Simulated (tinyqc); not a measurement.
Quantum-confined Stark effect in a modulator well, step by step. Values are carried at full precision from step to step, so a last printed digit may differ when a step is redone from the rounded ones.

Constants: hbar^2/2m0 = 3.80998211 eV angstrom^2; e^2/(4 pi eps0) = 14.39964547 eV angstrom; hc = 1239.841984 eV nm.

Parameters, chosen for this exercise (near those of an InGaAs well in InAlAs; not measured data): L = 118 angstrom (well width); me = 0.0424 m0 (electron, well); mh = 0.364 m0 (heavy hole along z, well); F = 81 kV/cm (field); Vc = 0.531 eV (conduction offset); Vv = 0.201 eV (heavy-hole offset); meb = 0.075 m0 (electron, barrier); mhb = 0.45 m0 (heavy hole, barrier); Eg = 0.752 eV (gap of the well); mp = 0.108 m0 (heavy hole in the plane); eps = 13.5 (dielectric constant); dE = 16 meV (operating point below the zero-field line); G = 6 meV (half width of the exciton line).

## Estimate for hard walls

Second order: each level moves by -C m (e F)^2 L^4/(2c), C = (15/pi^2 - 1)/(24 pi^2), c = hbar^2/2m0, 1 kV/cm = 1e-5 eV/angstrom. It holds while e F L is no more than about twice 3 c pi^2/(m L^2).

Estimate:
```
carrier     shift (meV)  e F L over the level spacing
electron          -1.55                          0.50
heavy hole       -13.33                          4.29
```

The hole, 8.6 times heavier, carries 90 % of the estimated shift; for it the ratio exceeds 3, so second order overstates its shift, by 13 % at a ratio of 3 and 60 % at 8.

## Levels and envelopes

Envelopes on cells of 0.5 angstrom over the well |z| < L/2 and 45 angstrom of barrier on each side, psi = 0 beyond, psi'/m continuous (mean mass between points), c = hbar^2/2m0. The electron sees + e F z and the hole - e F z, each with its offset in the barriers; 1 kV/cm = 1e-5 eV/angstrom. Light holes, band mixing and escape by tunnelling are left out.

Ground levels, squared overlap and separation <z>_h - <z>_e without and with the field.

Results:
```
F (kV/cm)  E_e (meV)  E_h (meV)  overlap^2  separation (angstrom)
0              38.18       5.74      0.988                    0.0
81             34.00     -10.00      0.425                   40.9
```

The electron level moves by -4.18 meV (2.7 times the hard-wall estimate, since it leaks into the barriers and sees a wider well) and the hole level by -15.75 meV (1.18 times). For the hole, saturation lowers the shift and leakage raises it, so a ratio near 1 is a coincidence.

## Exciton

Exciton: in-plane function exp(-rho/lam), 1/mu = 1/me + 1/mp, E(lam) = c/(mu lam^2) - (q/eps) times the integral over k of Fm(k)(1 + (k lam/2)^2)^(-3/2), Fm(k) the double integral of psi_e^2 psi_h^2 exp(-k |z - z'|), q = e^2/(4 pi eps0); binding Eb = -E at the minimum. Line at Eg + E_e + E_h - Eb, strength proportional to overlap^2/lam^2.

Minimise over lam without and with the field.

Results:
```
F (kV/cm)  lam (angstrom)  Eb (meV)  line (eV)      nm  overlap^2/lam^2 (1e-4/angstrom^2)
0                   180.4      5.55     0.7904  1568.7                             0.3034
81                  204.1      4.78     0.7712  1607.6                             0.1021
```

The weaker binding gives back 0.77 meV of the red shift, leaving 19.2 meV; the strength falls to 34 %.

## Contrast at the operating point

With a Gaussian line of half width G, the absorption at E_op = line(0) - dE is proportional to strength x exp(-ln2 ((E_op - line)/G)^2); continuum absorption is left out. Give it at both fields, relative to the zero-field peak.

E_op = 0.7744 eV
wavelength = 1601.1 nm

absorption without and with the field: [0.0072, 0.28]

The field changes the absorption by +0.27 of the zero-field peak. With dE above 2G the Gaussian tail at zero field is weak; real tails fall only exponentially and absorb more.

## Checks

- Zero-field levels against the matching condition of the square well, meV: largest difference 1.0e-03.
- Slope d(E_e + E_h)/dF against minus the separation (Hellmann-Feynman), angstrom: both -40.9.

(tinyqc, `OMP_NUM_THREADS=1 python tinyqc.py 1281057 1281058 out.jsonl`, Intel(R) Xeon(R) Processor @ 2.30GHz, 1 thread, shared host, about 0.1 s.)
